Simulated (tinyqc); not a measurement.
Inside a calculation. Model: regular and subregular solution with a miscibility gap. Computed by tinyqc, a small Python program that keeps every step. Command: `OMP_NUM_THREADS=1 python tinyqc.py 3022504 3022505 out.jsonl regsol walk`. One thread of a shared host (Intel(R) Xeon(R) Processor @ 2.30GHz), about 0.03 s of CPU time with the checks. Intermediate numbers are printed to about 5 digits and carried at full precision; extremes and crossings named in words are read from the listed rows.

Per mole of mixing sites: G(x) = x (1 - x) [L0 + L1 (1 - 2x)] + R T [x ln x + (1 - x) ln(1 - x)], x the fraction of B.

Inputs (values chosen for the exercise, for a model alloy):
```
quantity                       value      unit
interaction L0                  12.3    kJ/mol
size misfit eta = d ln a/dx     0.01         -
asymmetry L1                     2.6    kJ/mol
temperature T                    501         K
overall fraction x0             0.42         -
coherency modulus Y             86.6       GPa
molar volume V_m                20.1  cm^3/mol
gradient coefficient kappa   1.7e-09       J/m
start value s0                  0.01         -
```

Source of L0: given.

Constants: R = 8.314462618 J/(mol K).

## Interaction parameter

L0 and eta are given.

L0 = 12.3 kJ/mol

eta = 0.01

## G, chemical potentials and activities

G' = L0 (1 - 2x) + L1 (1 - 6x + 6x^2) + R T ln[x/(1 - x)]; G'' = -2 L0 - 6 L1 (1 - 2x) + R T/[x (1 - x)]. mu_A = G - x G', mu_B = G + (1 - x) G', activity = exp(mu/(R T)).

G, G'' and activities at x = 0.02, 0.1, 0.2, 0.35, 0.5, 0.65, 0.8, 0.9, 0.98:
```
x     G (kJ/mol)  G'' (kJ/mol)  activity of A  activity of B
0.02    -0.11838        172.95         0.9819         0.5918
0.10    -0.05995          9.20         0.9421         1.4807
0.20     0.13315         -7.93         0.9511         1.4337
0.35     0.27873        -10.97         1.0547         1.0966
0.50     0.18766         -7.94         1.2227         0.8949
0.65    -0.07617         -1.61         1.3542         0.8258
0.80    -0.36605         10.79         1.2220         0.8522
0.90    -0.43435         34.16         0.8072         0.9120
0.98    -0.21623        202.90         0.1964         0.9804
```

G'' is negative at 4 of the nine compositions (0.2, 0.35, 0.5, 0.65), where the solution is unstable.

## Critical point

The spinodal is G'' = 0, R T_s(x) = x (1 - x) [2 L0 + 6 L1 (1 - 2x)]; the critical point is its maximum.

critical composition x_c = 0.37243

critical temperature T_c = 803.41 K

L1 > 0 moves the top of the gap to the A-rich side and raises it by 63.7 K over L0/(2 R).

## Spinodal at T

Solve G'' = 0 on each side of x_c.

spinodal x_s1 = 0.13337

spinodal x_s2 = 0.67745

## First Newton step for the common tangent

Common tangent: F1 = G'(x1) - G'(x2) = 0 and F2 = [G - x G'](x1) - [G - x G'](x2) = 0. Newton step: J = [[G''(x1), -G''(x2)], [-x1 G''(x1), x2 G''(x2)]], J dx = -F; a step that would leave 0 < x < 1 is halved until it stays inside. The start is x1 = s0, x2 = 1 - s0.

F (kJ/mol): F1 -14.174, F2 9.534

J (kJ/mol):
```
        1        2
1  380.87  -411.45
2   -3.81   407.34
```

new (x1, x2): 0.02205  0.96671

## Binodal by Newton steps

Stop when the step is below 1e-12, or when x1 and x2 meet within 1e-5; residuals under 1e-7 are shown as 0.

Iteration:
```
step        x1       x2  F1 (kJ/mol)  F2 (kJ/mol)
1     0.010000  0.99000  -1.4174e+01   9.5343e+00
2     0.022052  0.96671  -6.4236e+00   4.7011e+00
3     0.032446  0.92628  -2.1215e+00   1.7645e+00
4     0.034846  0.88811  -4.4860e-01   4.3108e-01
5     0.034394  0.87156  -4.5386e-02   4.3537e-02
6     0.034339  0.86949  -5.9652e-04   5.6646e-04
7     0.034338  0.86946  -1.0412e-07            0
8     0.034338  0.86946            0            0
```

solubility limit x1 = 0.034338

solubility limit x2 = 0.86946

Converged: the gap runs from 0.03434 to 0.8695, outside the spinodal as it must.

## Lever rule at x0

Inside the gap the B-rich phase has the fraction f = (x0 - x1)/(x2 - x1), and the gain is (1 - f) G(x1) + f G(x2) - G(x0); outside it one phase remains.

fraction f of the B-rich phase = 0.46180

free energy of decomposition = -537.55 J/mol

x0 lies inside the chemical spinodal: coherency strain aside, small waves of composition grow without a barrier.

## Fastest-growing wave

Linear Cahn-Hilliard theory, coherency strain left out, with energy density G/V_m + kappa (grad x)^2: the rate goes as -k^2 (G''/V_m + 2 kappa k^2), so k_c^2 = -G''/(2 kappa V_m), the fastest wave has k_m = k_c/sqrt(2) and length 2 pi/k_m.

G''(x0) = -9.9961 kJ/mol

k_c = 0.38245 1/nm

fastest wavelength = 23.234 nm

## Coherent spinodal

If the lattice stays coherent, G'' gains 2 eta^2 Y V_m (eta = d ln a/dx, Y the biaxial modulus, E/(1 - nu) if isotropic), which is L0 replaced by L0 - eta^2 Y V_m (1 GPa cm^3/mol = 1 kJ/mol); the program reports 0 if the result is below its cutoff 3.5 |L1|.

eta^2 Y V_m = 0.174066 kJ/mol

top of the coherent spinodal = 793.63 K

Coherency strain lowers the top by 10 K.

## The phase diagram

For this table each start is x_s1/6 and 1 - (1 - x_s2)/6. The dilute estimate of x1 is exp(-(L0 + L1)/(R T)).

Binodal and spinodal:
```
T (K)  binodal x1  spinodal x_s1  spinodal x_s2  binodal x2  dilute estimate of x1
321     0.0038775       0.076417        0.78375     0.97089              0.0037623
402      0.012672        0.10019        0.73648     0.93437               0.011587
482      0.029062        0.12657        0.68901     0.88363               0.024283
562      0.055651        0.15703        0.63912     0.81822               0.041225
643      0.097371        0.19443        0.58342     0.73445               0.061604
723       0.16420        0.24402        0.51689     0.62459               0.083857
771       0.23357        0.28944        0.46178     0.52904               0.097849
```

The dilute estimate is 0.97 of x1 at the lowest T and 0.42 at the highest: it drops the pull of the other solutes and the impurity of the second phase. Near the top the binodal is 1.71 times as wide as the spinodal; the mean-field limit at T_c is sqrt(3) = 1.73. The gap is lopsided: at the lowest T, A dissolves 0.0039 of B and B dissolves 0.029 of A.

Checks made by the program: binodal against the lower hull of G on 40001 points (relative difference 1e-05).
